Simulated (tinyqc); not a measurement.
Worked calculation: standing waves and exposure in a photoresist film. Values are carried at full precision from step to step, so a last printed digit may differ when a step is redone from the rounded ones.

Normal incidence from air. Unexposed resist: N1 = n1 + i k1 with k1 = (A + B) lam/(4 pi), lam in micrometres. r01 = (1 - N1)/(1 + N1), t01 = 2/(1 + N1). Below the resist lie the layer Na = na + i ka and the substrate Ns = ns + i ks: r12 = (r1a + ras x)/(1 + r1a ras x), x = exp(4 pi i Na da/lam), r1a = (N1 - Na)/(N1 + Na), ras = (Na - Ns)/(Na + Ns). With p = exp(2 pi i N1 d/lam), the field at depth z is E(z) = t01 [exp(2 pi i N1 z/lam) + r12 p^2 exp(-2 pi i N1 z/lam)]/(1 + r01 r12 p^2), the relative intensity I(z) = n1 |E(z)|^2 and the reflectance R = |(r01 + r12 p^2)/(1 + r01 r12 p^2)|^2.

Inputs chosen for the exercise (a resist on Si, indices near tabulated ones; not measured data):

| symbol | value | unit | meaning |
|---|---|---|---|
| lam | 248 | nm | vacuum wavelength |
| n1 | 1.743 |  | resist index |
| A | 0.12 | 1/micrometre | bleachable absorption (Dill A) |
| B | 0.71 | 1/micrometre | fixed absorption (Dill B) |
| d | 362 | nm | resist thickness |
| ns | 1.571 |  | substrate n |
| ks | 3.554 |  | substrate k |
| na | 1.765 |  | n of the bottom antireflection layer |
| ka | 0.35 |  | its k |
| da | 35 | nm | its thickness |
| C | 0.036 | cm^2/mJ | exposure rate (Dill C) |
| D | 60 | mJ/cm^2 | incident dose |
| Ld | 20 | nm | diffusion length of the post-exposure bake |

## Interface coefficients

Form N1, r01, t01 and r12.

N1 = 1.74300+0.01638i
r01 = -0.2709-0.0044i
t01 = 0.7291-0.0044i
r12 = 0.2208+0.1405i
|r12|^2 = 0.0685

Next to the bottom the intensity swings by a factor ((1 + |r12|)/(1 - |r12|))^2 = 2.92 between antinode and node; without the layer |r12|^2 would be 0.5286.

## Round trip and reflectance

Form p^2, the denominator and R; the period of the standing wave is lam/(2 n1).

p^2 = 0.6291+0.3906i
1 + r01 r12 p^2 = 0.9780-0.0477i
R = 0.0667
period = 71.14 nm

The film holds 5.09 periods.

## Intensity and exposure over the lowest period

Nine depths from d - period to d. Without bleaching during the exposure the share of unexposed compound is m = exp(-C D I).

Profile:

| z (nm) | I | m |
|---|---|---|
| 290.9 | 1.121 | 0.089 |
| 299.8 | 1.166 | 0.081 |
| 308.6 | 0.996 | 0.116 |
| 317.5 | 0.709 | 0.216 |
| 326.4 | 0.469 | 0.363 |
| 335.3 | 0.414 | 0.409 |
| 344.2 | 0.573 | 0.290 |
| 353.1 | 0.851 | 0.159 |
| 362.0 | 1.081 | 0.097 |

I runs from 0.414 to 1.166 on these points, so m runs from 0.081 to 0.409; the least exposed point listed lies 26.7 nm above the bottom.

## Smoothing by the bake

Gaussian diffusion of length Ld multiplies a cosine of period L by exp(-2 pi^2 Ld^2/L^2). Give that factor, and the Ld that leaves 10 %.

factor = 0.210
Ld for 10 % = 24.30 nm

## Checks

- R against the transfer-matrix product: both 0.066671.

Run: tinyqc, `OMP_NUM_THREADS=1 python tinyqc.py 1650657 1650658 out.jsonl`; Intel(R) Xeon(R) Processor @ 2.30GHz, one thread, shared host; about 0.01 s of CPU time with all checks.
